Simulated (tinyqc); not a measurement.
Vertical double-diffused power MOSFET, components of the on-resistance: one step of the calculation.

Stripe cells of pitch Wp + a, two channels a cell. Current flows through the channels, spreads in the accumulation layer, passes the gap between the p bodies and spreads at 45 degrees into the drift layer below them. Low drain voltage, full ionisation.

Question. Components of the on-resistance. Pitch p = Wp + a, Cox = 3.9 eps0/tox; zero-bias depletion in the gap w0 = sqrt(2 eps0 eps_r Vbi/(q N Nj)), open gap g = a - 2 w0; R_ch = Lc p/(2 mch Cox Vov); R_acc = 0.6 a p/(4 mac Cox Vov), 0.6 being an empirical factor for current leaving the layer along its length; R_gap = (rho/Nj) xp p/g; spreading depth t = min(W, (p - g)/2); R_drift = (rho p/2) ln((g + 2 t)/g) + rho (W - t); R_on = the sum with Rs.

Inputs (values chosen for the exercise); bulk values close to those of 4H silicon carbide: relative permittivity eps_r = 9.59; gate oxide thickness (eps_r 3.9) tox = 94 nm; gate overdrive Vov = 8 V; channel mobility mch = 45 cm^2/(V s); accumulation-layer mobility mac = 100 cm^2/(V s); channel length Lc = 0.4 um; width of the p body in one cell, channels included Wp = 6.8 um; gap between neighbouring p bodies a = 4.9 um; depth of the p body xp = 1.3 um; doping of the gap over the drift doping Nj = 5; built-in voltage of the body junction Vbi = 2.76 V; substrate and contact resistance Rs = 0.051 mohm cm^2.

Constants: q = 1.602176634e-19 C, eps0 = 8.8541878128e-14 F/cm where lengths are in cm. Results are converted to the units shown.

drift doping N = 1.2341671e15 cm^-3
drift thickness W = 74.715923 um
electron mobility mu at T = 418.46679 cm^2/(V s)
drift resistivity rho = 12.085222 ohm cm

Wanted: w0; g; components; R_on; shares.

Answer.

w0 = 0.68854 um
g = 3.5229 um
components (mohm cm^2): channel 1.7694, accumulation 2.9262, gap 1.0435, drift 93.841, substrate 0.051000
R_on = 99.631 mohm cm^2
shares (%): channel 1.776, accumulation 2.937, gap 1.047, drift 94.188, substrate 0.051

The drift term is the largest. R_on is 1.10 times the ideal drift resistance rho W, and spreading raises the drift term to 1.04 times it.

tinyqc, about 0.01 s, one thread, Intel Xeon 2.30GHz (shared host): `OMP_NUM_THREADS=1 python tinyqc.py 2230108 2230109 out.jsonl`
